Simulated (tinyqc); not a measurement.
The best anneal temperature for the time t: solubility, supersaturation, precipitation and gettering of an impurity in a silicon-like host. Computed by tinyqc, a small Python program. Command: `OMP_NUM_THREADS=1 python tinyqc.py 3004529 3004530 out.jsonl ripen walk`. One thread of a shared host (Intel(R) Xeon(R) Processor @ 2.30GHz), about 0.01 s of CPU time with the checks.

The wafer was saturated at T1 and is then held at T.

Inputs (values chosen for the exercise, for a model impurity): site density N0 = 5e+22 1/cm^3; enthalpy of solution H = 1.84 eV; entropy of solution S = 2.6 k_B; diffusion prefactor D0 = 0.00025 cm^2/s; migration energy Q = 1.1 eV; temperature of saturation T1 = 1425 K; anneal temperature T = 875 K; sink density n = 3.2e+08 1/cm^3; initial sink radius r0 = 4.1 nm; impurity density in the precipitate C_p = 5.2e+22 1/cm^3; interface energy gamma = 0.79 J/m^2; anneal time t = 55000 s.

Constants: k_B = 8.617333262e-05 eV/K; k_B = 1.380649e-23 J/K.

Method:
- C_eq(T) = N0 exp(S/k_B - H/(k_B T)); D(T) = D0 exp(-Q/(k_B T)); C0 = C_eq(T1). Supersaturation s = C0/C_eq(T); critical radius r* = 2 gamma/(C_p k_B T ln s); barrier W* = (4 pi/3) gamma r*^2. Strain energy is left out.
- r_f = [r0^3 + 3 (C0 - C_eq)/(4 pi n C_p)]^(1/3), tau_f = 1/(4 pi n r_f D).
- Growing sinks: with y = r/r_f and y0 = r0/r_f, dy/dt = (1 - y^3)/(3 tau_f y), which integrates to t/tau_f = F(y) - F(y0), F(y) = (1/2) ln[(1 + y + y^2)/(1 - y)^2] - sqrt(3) arctan[(2y + 1)/sqrt(3)]; the share of the excess left is (1 - y^3)/(1 - y0^3), and C(t) = C_eq + (C0 - C_eq) x share.

C0 = 2.09234e+17 1/cm^3

Dissolved share after t:
```
T (K)     C_eq/C0   tau_f (s)  C(t)/C0
641    1.0984e-08  3.0702e+07  0.99993
741    9.8418e-07  2.0894e+06  0.99754
855    4.5884e-05  2.1014e+05  0.92975
969    8.6625e-04  3.6291e+04  0.39533
1083   8.8105e-03  9.0936e+03  0.01371
1197   5.7607e-02  3.0098e+03  0.05761
1297   2.2792e-01  1.4135e+03  0.22792
1368   5.3562e-01  1.0047e+03  0.53562
```

What follows from these numbers?

The lowest dissolved share among these rows is 0.014 at 1083 K. Above it solubility sets the floor; below it diffusion is too slow for this time. Solubility falls with H = 1.84 eV and diffusion with Q = 1.1 eV. Caution: the barrier to homogeneous nucleation is below 35 k_B T for these inputs, so new precipitates would form and outnumber the fixed sinks assumed here.

Extremes, crossings and ranges named in words are read from the listed rows.
